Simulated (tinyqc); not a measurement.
## Inverter chain driving a load

N inverters, each f = Hc^(1/N) times larger than the one before: delay tau N (f + pp). Switched capacitance in units of the first input, with output capacitance pp times the input: Hc + (1 + pp)(Hc - 1)/(f - 1).

Parameters, values chosen for the exercise: load over the input capacitance of the chain Hc = 1400; parasitic delay of an inverter pp = 0.6; delay unit tau = 5.5 ps.

Inverter chain driving a load:

| N | f | delay (ps) | switched capacitance |
|---|---|---|---|
| 3 | 11.19 | 194.5 | 1620 |
| 4 | 6.117 | 147.8 | 1837 |
| 5 | 4.258 | 133.6 | 2087 |
| 6 | 3.345 | 130.2 | 2355 |
| 7 | 2.815 | 131.5 | 2633 |
| 8 | 2.473 | 135.2 | 2919 |
| 9 | 2.237 | 140.4 | 3210 |
| 10 | 2.064 | 146.5 | 3505 |

The delay goes from 194 through a minimum of 130 (at N = 6 among the rows listed) to 146 ps. The best stage effort solves pp + rho (1 - ln rho) = 0, rho = 3.27, which gives N = ln Hc/ln rho = 6.12. One stage fewer than the best costs 2.6 % in delay and saves 11 % of the switched capacitance.

Computed by the program tinyqc: `OMP_NUM_THREADS=1 python tinyqc.py 2082114 2082115 out.jsonl`, one thread of a shared Intel Xeon 2.30GHz, about 0.01 s for the whole run.
